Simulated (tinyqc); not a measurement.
RHF in the 6-31g basis, for H3+, spin multiplicity 1, step by step. One step of it, computed by the program tinyqc.

Question. Iteration 3: diagonalisation and new density. Diagonalise F' = X^T F X, C = X C', fill 1 alpha and 1 beta electrons from the bottom; D = 2 C_occ C_occ^T. Each column has its largest component positive (the first on a tie).

extrapolated F (hartree):
```
,1H 1s,1H 2s,2H 1s,2H 2s,3H 1s,3H 2s
1H 1s,-0.245604,-0.608993,-0.268963,-0.411085,-0.269348,-0.411359
1H 2s,-0.608993,-0.626459,-0.411055,-0.542721,-0.411378,-0.542956
2H 1s,-0.268963,-0.411055,-0.245546,-0.608896,-0.269114,-0.411162
2H 2s,-0.411085,-0.542721,-0.608896,-0.626346,-0.411212,-0.542813
3H 1s,-0.269348,-0.411378,-0.269114,-0.411212,-0.245641,-0.609055
3H 2s,-0.411359,-0.542956,-0.411162,-0.542813,-0.609055,-0.626532
```

X:
```
,1H 1s,1H 2s,2H 1s,2H 2s,3H 1s,3H 2s
1H 1s,1.260538,-0.516311,0.030195,0.009697,0.030152,0.009637
1H 2s,-0.516311,1.581711,0.009671,-0.334751,0.009654,-0.335276
2H 1s,0.030195,0.009671,1.260535,-0.516289,0.030178,0.009648
2H 2s,0.009697,-0.334751,-0.516289,1.581465,0.009690,-0.334956
3H 1s,0.030152,0.009654,0.030178,0.009690,1.260540,-0.516324
3H 2s,0.009637,-0.335276,0.009648,-0.334956,-0.516324,1.581870
```

Give: F' = X^T F X; orbital energies; coefficients C; D after iteration 3.

Answer.

F' = X^T F X (hartree):
```
,1,2,3,4,5,6
1,0.2086,-0.5637,-0.0598,-0.1116,-0.0601,-0.1117
2,-0.5637,-0.0411,-0.1116,-0.1392,-0.1117,-0.1393
3,-0.0598,-0.1116,0.2086,-0.5636,-0.0599,-0.1116
4,-0.1116,-0.1392,-0.5636,-0.0412,-0.1116,-0.1392
5,-0.0601,-0.1117,-0.0599,-0.1116,0.2086,-0.5637
6,-0.1117,-0.1393,-0.1116,-0.1392,-0.5637,-0.0411
```

orbital energies (hartree): MO1 -0.9284, MO2 -0.2768, MO3 -0.2766, MO4 0.6432, MO5 0.6434, MO6 0.6976

coefficients C:
```
,MO1,MO2,MO3,MO4,MO5,MO6
1H 1s,0.2397,-0.2055,-0.2329,0.6928,0.7856,0.7787
1H 2s,0.2407,-0.6154,-0.6981,-0.8793,-0.9972,-0.5490
2H 1s,0.2396,0.3045,-0.0615,-1.0267,0.2072,0.7788
2H 2s,0.2407,0.9119,-0.1845,1.3030,-0.2631,-0.5490
3H 1s,0.2398,-0.0989,0.2944,0.3339,-0.9928,0.7787
3H 2s,0.2408,-0.2962,0.8824,-0.4237,1.2603,-0.5491
```

D after iteration 3:
```
,1H 1s,1H 2s,2H 1s,2H 2s,3H 1s,3H 2s
1H 1s,0.1149,0.1154,0.1149,0.1154,0.1150,0.1154
1H 2s,0.1154,0.1159,0.1154,0.1159,0.1155,0.1159
2H 1s,0.1149,0.1154,0.1149,0.1154,0.1149,0.1154
2H 2s,0.1154,0.1159,0.1154,0.1159,0.1154,0.1159
3H 1s,0.1150,0.1155,0.1149,0.1154,0.1150,0.1155
3H 2s,0.1154,0.1159,0.1154,0.1159,0.1155,0.1159
```
